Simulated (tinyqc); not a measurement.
# FinFET, parasitic resistance, capacitance and delay: effects of single changes

Nf fins under one contact; each has gated perimeter p = 2 Hf + Wf and cross-section A = Hf Wf; contact width Wc = Nf pf, stack height Hs = Hf. Contact length Lc = CPP - Lg - 2 Lsp, shared by two neighbouring gates. Source and drain sides are equal. The formulas are first-order estimates, not field solutions.

Parameters, values chosen for the exercise; values close to those of silicon logic devices:
```
symbol,value,unit,meaning
T,300,K,temperature
Nf,2,,number of fins
Hf,55,nm,fin height
Wf,6,nm,fin width
pf,24,nm,fin pitch
CPP,51,nm,contacted gate pitch
Lg,20,nm,gate length
Lsp,8,nm,spacer length
ks,4.5,,relative permittivity of the spacer
Hc,30,nm,gate height above the channel stack
rc,8e-10,ohm cm^2,contact resistivity
re,0.00061,ohm cm,resistivity of the source-drain epitaxy
te,20,nm,current-carrying depth of the epitaxy
rx,0.00069,ohm cm,resistivity of the extension
Lov,1,nm,gate overlap
Cinv,3.3,uF/cm^2,inversion capacitance
vx,1.5e7,cm/s,injection velocity
mu,130,cm^2/(V s),apparent mobility
VT,0.26,V,threshold at zero drain voltage
dl,0.052,V/V,barrier lowering
n,1.3,,subthreshold factor
Cw,0.25,fF,wire load
Vdd,0.75,V,supply voltage
```

Constants: q = 1.602176634e-19 C, kB = 1.380649e-23 J/K, eps0 = 8.8541878128e-12 F/m, Vt = kB T/q. Results are converted to the units shown.

Each table varies one quantity; the others keep the values above.

## Effect of the supply voltage

Epitaxy sheet resistance Rsh = re/te, transfer length LT = sqrt(rc/Rsh), contact Rc = [sqrt(rc Rsh)/Wc] coth(Lc/(2 LT)); extension of one fin Rx = rx Lsp/A. With N fins: gate Cg = Cinv p N Lg; per side, plate Cp = ks eps0 [Wc (Hs + Hc) - N A]/Lsp, top fringe Cf = (2/pi) ks eps0 Wc ln(1 + Lg/(2 Lsp)), overlap Co = Cinv p N Lov. One fin: I = p Q vx u/(1 + |u|^1.8)^(1/1.8), Q = Cinv n Vt ln(1 + exp((Vg' - VT + dl Vd')/(n Vt))), u = Vd' mu/(vx Lg), Vg' = Vgs - v, Vd' = Vds - 2 v, with the drop on each side v = Rc (sum of I) + Rx I. Ieff = [I(Vgs = Vdd, Vds = Vdd/2) + I(Vdd/2, Vdd)]/2, total currents. With Cs = Cp + Cf + Co, the load of an inverter of two such devices driving an equal one is CL = 2 (Cg + 2 Cs) + 4 Cs + Cw (own drains counted twice for the Miller effect); delay CL Vdd/(2 Ieff).

The same in every row: Rc (ohm) = 237.9; Rx/N (ohm) = 83.64; CL (aF) = 761.7.

Result of one run:
```
Vdd (V)  Ieff (uA)  delay (ps)
0.65         151.1       1.639
```

What becomes of these results when the supply voltage Vdd is changed from 0.65 to 0.55 V, all else the same?

Result of the changed run:
```
Vdd (V)  Ieff (uA)  delay (ps)
0.55         102.0       2.053
```

The whole series:
```
Vdd (V)  Ieff (uA)  delay (ps)
0.45         59.61       2.875
0.55         102.0       2.053
0.65         151.1       1.639
0.75         203.5       1.404
0.85         257.5       1.257
0.95         312.6       1.158
```

As Vdd goes from 0.45 to 0.95 V, Ieff rises from 59.6 to 313 uA, CL stays at 762 aF and the delay falls from 2.87 to 1.16 ps.

## Effect of the relative permittivity of the spacer

Same model as above.

The same in every row: Rc (ohm) = 237.9; Rx/N (ohm) = 83.64; Ieff (uA) = 203.5.

Effect of the relative permittivity of the spacer:
```
ks   CL (aF)  delay (ps)
1      649.5       1.197
2      681.6       1.256
3      713.6       1.315
4      745.6       1.374
5.5    793.7       1.463
7      841.7       1.551
```

As ks goes from 1 to 7, Ieff stays at 203 uA, CL rises from 650 to 842 aF and the delay rises from 1.20 to 1.55 ps.

## Effect of the contacted gate pitch

Same model as above.

The same in every row: Rx/N (ohm) = 83.64; CL (aF) = 761.7.

Results:
```
CPP (nm)  Rc (ohm)  Ieff (uA)  delay (ps)
42           561.9      144.5       1.976
54           203.9      212.4       1.345
60           163.4      223.9       1.276
66           141.2      230.7       1.238
72           127.9      235.0       1.215
78           119.5      237.7       1.201
```

Estimate the missing row, CPP = 48 nm.

Computed row:
```
CPP (nm)  Rc (ohm)  Ieff (uA)  delay (ps)
48           290.4      191.0       1.496
```

With this row back in the table: As CPP goes from 42 to 78 nm, Ieff rises from 145 to 238 uA, CL stays at 762 aF and the delay falls from 1.98 to 1.20 ps. Only the contact length changes, so the capacitance stays and the pitch acts through Rc. At CPP = 42 nm the contact is under 8 nm long, below what liners and fill allow.

Numbers from tinyqc (`OMP_NUM_THREADS=1 python tinyqc.py 2170022 2170023 out.jsonl`; about 0.02 s on one thread of a shared Intel Xeon 2.30GHz).
